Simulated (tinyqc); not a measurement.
Sharpness of the interface: valley splitting of a silicon quantum well in envelope theory.

The well lies at 0 < z < L; U(z) = V0 [1/(1 + exp(z/w)) + 1/(1 + exp((L - z)/w))] - e F z, 1 mV/nm = 1e-4 eV/angstrom. The envelope psi solves -(c/ml) psi'' + U psi = E psi, c = hbar^2/2m0, by three-point differences on a grid of 0.1 angstrom from -40 to L + 40 angstrom. The two valleys at +/- k0 couple through D = C0 times the integral of exp(-i q z) U(z) psi^2, q = 2 k0 (2 pi/a), and split by Ev = 2|D|.

Random alloy: with Y(z) = Yw + (Yb - Yw) B(z), B the bracket in U, and in-plane density exp(-r^2/ad^2)/(pi ad^2), D gains a random complex part of variance sigma^2 = (C0^2/pi)(a^2 V0/(8 ad (Yb - Yw)))^2 (4/a) times the integral of psi^4 Y (1 - Y). Alone it gives a mean splitting sqrt(pi) sigma; together with the smooth part the rms splitting is 2 sqrt(|D|^2 + sigma^2).

Constants: hbar^2/2m0 = 3.80998211 eV angstrom^2.

Parameters, chosen for this exercise (near those of a strained Si well in SiGe; shifted at random, so the results belong to these values and not to a real crystal):
```
symbol  value                              unit      meaning
L       74                                 angstrom  well width
V0      0.21                               eV        conduction offset
ml      0.907                              m0        mass along z
F       12                                 mV/nm     field pressing towards the upper interface
k0      0.846                              2 pi/a    valley position
a       5.431                              angstrom  lattice constant
C0      0.281                                        Bloch overlap factor
Yb      0.33                                         Ge share of the barrier
Yw      0                                            Ge share of the well
ad      130                                angstrom  dot radius
ws      (0.3, 0.6, 0.8, 1.3, 1.9, 2.8, 4)  angstrom  interface widths
```

The smooth part 2|D| and the disorder part against w, beside y/sinh(y) with y = pi q w. The 12 to 88 % width of the step is 4w.

Results:
```
w (angstrom)  4w (angstrom)  2|D| (micro-eV)  y/sinh(y)  sqrt(pi) sigma (micro-eV)
0.3                     1.2           206.14       0.60                       14.3
0.6                     2.4            64.81       0.18                       16.3
0.8                     3.2            25.68      0.072                       17.9
1.3                     5.2             2.05     0.0054                       22.7
1.9                     7.6             0.08    0.00020                       29.1
2.8                    11.2             0.00    1.1e-06                       38.7
4.0                    16.0             0.00    1.0e-09                       50.5
```

What can be read from this table?

The smooth part needs a Fourier component of U psi^2 at a wavelength of 3.21 angstrom; from the first row to the third it falls by a factor 8.03, while y/sinh(y) falls by 8.32 (the envelope near the step and the phase between the two interfaces change too). The disorder part goes from 14.3 to 50.5 micro-eV, growing as the electron overlaps more alloy. It takes over between w = 0.8 and 1.3 angstrom, that is a step 3.2 to 5.2 angstrom wide, with 1.36 angstrom to an atomic layer.

Program tinyqc; command `OMP_NUM_THREADS=1 python tinyqc.py 1280286 1280287 out.jsonl`; about 0.2 s on one thread of a shared Intel(R) Xeon(R) Processor @ 2.30GHz.
